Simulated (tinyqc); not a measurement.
ESD clamp with bipolar snapback, compact model and design window: two steps of the calculation.

The drain junction multiplies the current that enters it: Igen = (M - 1)(Ic + I0), M = 1/(1 - (Vj/BV)^n). The generated holes leave through the substrate resistance and the base of the parasitic npn: Igen = Vb/Rb + Ic/be, Ic = Is exp(Vb/Vt). Terminal current I = Ic + I0 + Igen and voltage V = Vj + I Ro, per width. Isothermal, constant gain.

Values chosen for this exercise; values close to those of grounded-gate n-channel clamps: temperature T = 300 K; junction breakdown voltage BV = 8.3 V; exponent of the multiplication n = 3.1; current gain of the parasitic npn be = 4.6; saturation current Is = 1.9e-17 A/um; junction leakage I0 = 2.2e-11 A/um; substrate resistance Rb = 53000 ohm um; drain ballast and contact resistance Ro = 250 ohm um; failure current for 100 ns It2 = 11.6 mA/um; finger width Wf = 50 um; number of fingers Nf = 10; human-body-model level Lv = 2 kV; oxide breakdown voltage for 100 ns Vox = 13.7 V; supply voltage Vdd = 3.3 V.

Constants: q = 1.602176634e-19 C, kB = 1.380649e-23 J/K, Vt = kB T/q. Results are converted to the units shown.

Question 1. Base voltage at the failure current. I(Vb) = Ic (1 + 1/be) + I0 + Vb/Rb, I' = Ic (1 + 1/be)/Vt + 1/Rb; Newton steps on ln I: Vb(new) = Vb - ln(I/It2) I/I'. V follows from the introduction.

Vb at the start = 0.74 V

Wanted: I; V; I'; Vb after iteration 1.

Answer 1.

I = 0.076427 mA/um
V = 5.8158 V
I' = 2.4351 mS/um
Vb after iteration 1 = 0.89763 V

Question 2. Design window and human-body level. Human-body model: 100 pF through 1500 ohm, peak current about (level - Vt2)/1500 ohm, decay time 150 ns. All fingers turn on before the first fails if Vt2 > Vt1; then the clamp carries Nf Wf It2, otherwise in the worst case Wf It2. Margins: Vh - 1.1 Vdd against latching in operation, Vox - max(Vt1, Vt2) for the protected oxide.

Vt1 = 8.3019190 V
Vh = 5.0819186 V
Vt2 = 7.6713506 V

Find: peak current; current the clamp carries; level it withstands; holding margin; oxide margin.

Answer 2.

peak current = 1.328 A
current the clamp carries = 0.5800 A
level it withstands = 0.8777 kV
holding margin = 1.452 V
oxide margin = 5.398 V

Uniform turn-on is not assured; the clamp fails the level. Both margins are positive.

tinyqc, about 0.02 s, one thread, Intel Xeon 2.30GHz (shared host): `OMP_NUM_THREADS=1 python tinyqc.py 2670130 2670131 out.jsonl`
